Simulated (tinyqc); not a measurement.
Inside a calculation. Model: diffused layer (Gaussian), carriers, mobility and sheet resistance.

Numbers from tinyqc (`OMP_NUM_THREADS=1 python tinyqc.py 2110128 2110129 out.jsonl`; about 0.01 s on one thread of a shared Intel Xeon 2.30GHz). Printed values are rounded.

A p-type layer from the surface x = 0 to the junction xj, N(x) = N0 exp(-(x/Ld)^2). Local neutrality (no depletion at surface or junction, no spilling of carriers), intrinsic carriers neglected, full ionisation of active dopants.

Parameters, values chosen for the exercise; values close to those of boron in silicon over an n-type background:
- T = 300 K (temperature)
- Nb = 1.2e14 cm^-3 (background doping of the opposite type)
- N0 = 4.7e18 cm^-3 (peak chemical concentration)
- m1 = 44 cm^2/(V s) (mobility limit at high doping)
- m2 = 478 cm^2/(V s) (mobility limit at low doping, at 300 K)
- Nr = 2.21e17 cm^-3 (reference doping of the mobility law)
- am = 0.735 (exponent of the mobility law)
- bt = 2.4 (temperature exponent of m2)
- Ns = 2.04e20 cm^-3 (solubility limit of active dopant)
- Ld = 9.3 nm (diffusion length 2 sqrt(D t))

Constants: q = 1.602176634e-19 C. Results are converted to the units shown.

Range of the model: The layer is thin and light enough that depletion at the surface and the junction, left out here, would remove a good share of its carriers.

## Junction depth and local values

xj = Ld sqrt(ln(N0/Nb)); 13 equal steps from 0 to xj. Active dopant A = min(N, Ns); p = A - Nb; mobility mu = m1 + (m2 (T/300 K)^(-bt) - m1)/(1 + ((A + Nb)/Nr)^am).

xj = 30.2437 nm

```
point   x (nm)   N (cm^-3)   A (cm^-3)  p (1e18 cm^-3)  mu (cm^2/(V s))
0       0.0000      4.7e18      4.7e18         4.69988          85.4931
1       2.3264  4.41490e18  4.41490e18         4.41478          87.2514
2       4.6529  3.65923e18  3.65923e18         3.65911          92.9291
3       6.9793  2.67611e18  2.67611e18         2.67599          103.836
4       9.3058  1.72689e18  1.72689e18         1.72677          122.454
5      11.6322  9.83269e17  9.83269e17         0.98315          152.612
6      13.9586  4.93998e17  4.93998e17         0.49388          198.641
7      16.2851  2.18990e17  2.18990e17         0.21887          261.685
8      18.6115  8.56581e16  8.56581e16         0.08554          333.570
9      20.9380  2.95637e16  2.95637e16         0.02944          397.233
10     23.2644  9.00318e15  9.00318e15         0.00888          439.961
11     25.5908  2.41924e15  2.41924e15         0.00230          462.303
12     27.9173  5.73597e14  5.73597e14         0.00045          471.815
13     30.2437      1.2e14      1.2e14         0.00000          475.143
```

The mobility runs from 85.5 to 475 cm^2/(V s).

## Sheet quantities by the trapezoid rule

Dose = integral of N, carrier sheet density = integral of p, 1/Rs = q integral of p mu, mean mobility 1/(q Rs sheet density), Hall mobility (unit Hall factor) = integral of p mu^2 over integral of p mu, Hall sheet density = (integral of p mu)^2/integral of p mu^2; all from 0 to xj.

dose = 3.8737e12 cm^-2
carrier sheet density = 3.8733e12 cm^-2
Rs = 15189 ohm/square
mean mobility = 106.09 cm^2/(V s)
Hall mobility = 119.45 cm^2/(V s)
Hall sheet density = 3.4401e12 cm^-2

Carriers make up 100 % of the dose. A Hall measurement weights the mobile tail, so its sheet density is 11 % below the true one. With 4000 steps Rs = 15190 ohm/square; the coarse value is within 0.01 % of it.
